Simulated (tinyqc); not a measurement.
Metal-induced gap states at the contact of a metal chain and a two-band chain: sweeps and comparisons. A value that a table varies takes the place of the one given here.

The semiconductor alternates sites A at -Eg/2 and C at +Eg/2 with hopping -t; the gap runs from -Eg/2 to Eg/2. In the gap cosh(q a) = 1 + (Eg^2/4 - E^2)/(2 t^2) and the amplitude changes by -exp(-q a) a period. The metal has site energy 0 and hopping -tm; its end site has g_m = (E - i sqrt(4 tm^2 - E^2))/(2 tm^2). Sites 1, 2, ... count into the semiconductor, with energies e1, e2 alternating. The clean half chain has g1 = 1/(E - e1 - t^2 g2), g2 = 1/(E - e2 - t^2 g1), decaying root. With the contact G11 = 1/(1/g1 - tc^2 g_m), and the density on site j is -Im G_jj/pi = |psi_j/psi_1|^2 (-Im G11/pi), per spin, with psi_2/psi_1 = -t g2, psi_3/psi_2 = -t g1.

Constants: e^2/(4 pi eps0) = 14.39964547 eV angstrom.

Parameters, chosen for this exercise (gap and optical dielectric constant near those of HfO2; the chain itself is a model; the results hold for these values, not for the real material): Eg = 6.06 eV (gap); t = 2.86 eV (hopping in the semiconductor); tm = 2.42 eV (hopping in the metal); tc = 2.21 eV (hopping across the contact); end = C (site that touches the metal); a = 3.6 angstrom (period (two sites); one chain for each area a^2); eps = 3.9 (dielectric constant); E = 1.5 eV (energy from mid-gap).

## Across the gap

E = f Eg. Share on C: the part of the summed density that lies on C sites, whose orbitals make the conduction edge.

Gap states:

| f | E (eV) | xi = 1/(2q) (angstrom) | D1 (1/eV) | D2 (1/eV) | sum (1/eV) | share on C |
|---|---|---|---|---|---|---|
| -0.48 | -2.909 | 6.09 | 0.0011 | 0.0385 | 0.0886 | 0.027 |
| -0.40 | -2.424 | 2.88 | 0.0047 | 0.0227 | 0.0384 | 0.172 |
| -0.30 | -1.818 | 2.18 | 0.0091 | 0.0159 | 0.0310 | 0.363 |
| -0.15 | -0.909 | 1.85 | 0.0160 | 0.0112 | 0.0318 | 0.587 |
| 0.00 | 0.000 | 1.77 | 0.0241 | 0.0087 | 0.0378 | 0.734 |
| 0.15 | 0.909 | 1.85 | 0.0345 | 0.0070 | 0.0484 | 0.831 |
| 0.30 | 1.818 | 2.18 | 0.0496 | 0.0054 | 0.0681 | 0.901 |
| 0.40 | 2.424 | 2.88 | 0.0661 | 0.0039 | 0.0982 | 0.944 |
| 0.48 | 2.909 | 6.09 | 0.0943 | 0.0014 | 0.2144 | 0.985 |

The decay length xi of the density is shortest at mid-gap, 1.77 angstrom, and grows to 6.1 near the edges. The summed density is least at f = -0.3 (0.0310) and largest at f = 0.48 (0.2144 1/eV). The share on C goes from 0.03 to 0.99 and passes one half near f = -0.208, a point that depends on which site ends the chain. The states turn from valence-like to conduction-like across the gap; the branch point, where the decay is fastest, lies at mid-gap in this symmetric chain and is the usual estimate of the neutrality level.

## Wider gaps pin less

E = 0; Eg is varied and eps follows 1 + (eps0 - 1)(Eg0/Eg), with the given Eg and eps as Eg0 and eps0. xi = 1/(2q), N = 2 (summed density)/a^2, S = 1/(1 + 4 pi e^2 N xi/eps).

Against the gap:

| Eg (eV) | eps | xi (angstrom) | summed density (1/eV) | S | S at fixed eps |
|---|---|---|---|---|---|
| 0.50 | 36.15 | 20.60 | 0.5906 | 0.096 | 0.011 |
| 0.75 | 24.43 | 13.74 | 0.3905 | 0.140 | 0.025 |
| 1.10 | 16.98 | 9.37 | 0.2630 | 0.198 | 0.054 |
| 1.50 | 12.72 | 6.88 | 0.1900 | 0.258 | 0.097 |
| 2.30 | 8.64 | 4.51 | 0.1199 | 0.364 | 0.205 |
| 3.40 | 6.17 | 3.07 | 0.0772 | 0.482 | 0.371 |
| 5.50 | 4.20 | 1.94 | 0.0429 | 0.643 | 0.627 |
| 9.00 | 2.95 | 1.25 | 0.0217 | 0.796 | 0.838 |

From Eg = 0.5 to 9 eV xi falls by a factor 16.5 and the summed density by 27.2, so at fixed eps S rises from 0.01 to 0.84. The weaker screening of wide-gap solids works against this: with it S goes from 0.10 to 0.80.

## Weakening the contact bond

At the given E, tc is varied, as by a thin spacer. xi = 1/(2q), N = 2 (summed density)/a^2, S = 1/(1 + 4 pi e^2 N xi/eps) with xi and eps kept.

Against tc:

| tc (eV) | D1 (1/eV) | summed density (1/eV) | S |
|---|---|---|---|
| 0.10 | 0.00019 | 0.00025 | 0.9963 |
| 0.25 | 0.00115 | 0.00158 | 0.9777 |
| 0.50 | 0.00452 | 0.00620 | 0.9177 |
| 0.80 | 0.01107 | 0.01516 | 0.8201 |
| 1.20 | 0.02239 | 0.03065 | 0.6928 |
| 1.80 | 0.03794 | 0.05195 | 0.5709 |
| 2.50 | 0.04452 | 0.06095 | 0.5314 |
| 3.50 | 0.03783 | 0.05179 | 0.5716 |

For a weak bond the density goes as tc^2 (ratio 6.22 between 0.25 and 0.1 eV, against 6.25). It is largest at tc = 2.5 eV among these rows and falls beyond, as the first site pairs off with the metal. S is 0.996 at 0.1 eV and has its least value, 0.531, in that row.

## What each parameter does

xi = 1/(2q), summed density, and S = 1/(1 + 4 pi e^2 N xi/eps), N = 2 (summed density)/a^2. Each row changes one parameter from the base and keeps the others.

Results:

| case | xi (angstrom) | summed density (1/eV) | S |
|---|---|---|---|
| base | 2.021 | 0.05951 | 0.5373 |
| Eg = 6.666 eV | 1.802 | 0.04995 | 0.6081 |
| t = 3.146 eV | 2.211 | 0.05803 | 0.5212 |
| tm = 2.662 eV | 2.021 | 0.06002 | 0.5352 |
| tc = 2.431 eV | 2.021 | 0.06087 | 0.5317 |
| eps = 4.29 | 2.021 | 0.05951 | 0.5609 |
| end = A | 2.021 | 0.03042 | 0.6944 |

The largest shifts from the base row, up to three for each result and ties (the steps differ in size, so this ranks the rows, not the parameters). xi (angstrom): Eg -0.218, t +0.190; unchanged at the printed digits by tm, tc, eps and end. summed density (1/eV): end -0.02910, Eg -0.00956, t -0.00148; unchanged at the printed digits by eps. S: end +0.1571, Eg +0.0707, eps +0.0236. The decay length belongs to the semiconductor alone; the metal and the contact set only the amplitude.

Run: tinyqc, `OMP_NUM_THREADS=1 python tinyqc.py 1482036 1482037 out.jsonl`; Intel(R) Xeon(R) Processor @ 2.30GHz, one thread, shared host; about 0.01 s of CPU time with all checks.
